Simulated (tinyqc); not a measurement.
# One-sided p+-n junction, ionisation integral and breakdown, step by step

tinyqc, about 0.08 s, one thread, Intel Xeon 2.30GHz (shared host): `OMP_NUM_THREADS=1 python tinyqc.py 2120037 2120038 out.jsonl` Printed values are rounded.

A p+ layer at x < 0 and an n drift layer from x = 0. Depletion approximation, built-in voltage neglected. Local ionisation coefficients alpha_n = an exp(-(bn/E)^mx), alpha_p = ap exp(-(bp/E)^mx). Electrons move towards +x, holes towards x = 0.

Values chosen for this exercise; material values close to those of 4H silicon carbide:
```
symbol   value   unit                                           meaning
eps_r     9.84                                    relative permittivity
an       1.7e8   1/cm  prefactor of the electron ionisation coefficient
bn      3.13e7   V/cm                      field constant for electrons
ap      3.38e8   1/cm      prefactor of the hole ionisation coefficient
bp      2.66e7   V/cm                          field constant for holes
mx           1                                                 exponent
N       1.1e15  cm^-3                  donor density of the drift layer
V        10000      V                                   reverse voltage
fr         0.4         share of the depleted width that the grid covers
```

Constants: q = 1.602176634e-19 C, eps0 = 8.8541878128e-14 F/cm where lengths are in cm. Results are converted to the units shown.

## Field and ionisation coefficients on a grid

W = sqrt(2 eps0 eps_r V/(q N)), peak field E0 = q N W/(eps0 eps_r), falling linearly to 0 at W. Grid: 10 equal steps from 0 to fr W.

W = 99.43411 um

```
point,x (um),E (kV/cm),alpha_n (1/cm),alpha_p (1/cm)
0,0.00000,2011.382,29.66214,610.2205
1,3.97736,1930.927,15.50989,351.7039
2,7.95473,1850.472,7.665295,193.2227
3,11.93209,1770.016,3.553231,100.5291
4,15.90946,1689.561,1.530796,49.14736
5,19.88682,1609.106,0.6062348,22.36811
6,23.86419,1528.651,0.2177807,9.370701
7,27.84155,1448.195,0.06982252,3.563943
8,31.81891,1367.740,0.01958174,1.209752
9,35.79628,1287.285,0.004684776,0.3587629
10,39.77364,1206.829,9.262001e-4,0.09047603
```

## Ionisation integrals by the trapezoid rule

G(x) = integral from 0 to x of (alpha_n - alpha_p); I_n = integral of alpha_n exp(-G) (electrons injected at x = 0), I_p = integral of alpha_p exp(G(end) - G) (holes injected at the far edge); M = 1/(1 - I). All integrals by the trapezoid rule on the grid.

```
point,G,alpha_n exp(-G) (1/cm)
0,0.0000000,29.66214
1,-0.1823129,18.61171
2,-0.2860727,10.20396
3,-0.3422596,5.00340
4,-0.3710144,2.21844
5,-0.3848116,0.89076
6,-0.3909595,0.32197
7,-0.3934746,0.10349
8,-0.3944062,0.02905
9,-0.3947133,0.00695
10,-0.3948015,0.00137
```

I_n = 0.02077038
I_p = 0.3354146
M_n = 1.021211
M_p = 1.504698

A grid of 1500 steps over the whole width gives I_n = 0.02030 and I_p = 0.3332; the coarse I_n is 2.3 % above and the coarse I_p 0.66 % above those values. Holes multiply more: on this coarse grid M - 1 is 23.8 times as large for them.

## Breakdown voltage by secant steps

G(x) = integral from 0 to x of (alpha_n - alpha_p); I_n = integral of alpha_n exp(-G) (electrons injected at x = 0), I_p = integral of alpha_p exp(G(end) - G) (holes injected at the far edge); M = 1/(1 - I). Secant steps on ln I_n(V) = 0 with the integrals on a fine grid (1500 steps), from the points V = 10100 and 11900 V; stop when the step is below 1e-7 of V.

Course of the iteration:
```
step,V (V),I_n,change of V (V)
1,11900,0.1460171,1850
2,13750.33,1.888305,-460
3,13290.82,0.8891054,71.7
4,13362.53,0.9934730,4.23
5,13366.76,1.000071,-0.0454
6,13366.71,1.000000,2.72e-5
```

Breakdown at 13367 V, with a peak field of 2325 kV/cm and W = 115.0 um. The integral for holes reaches 1 at the same voltage.
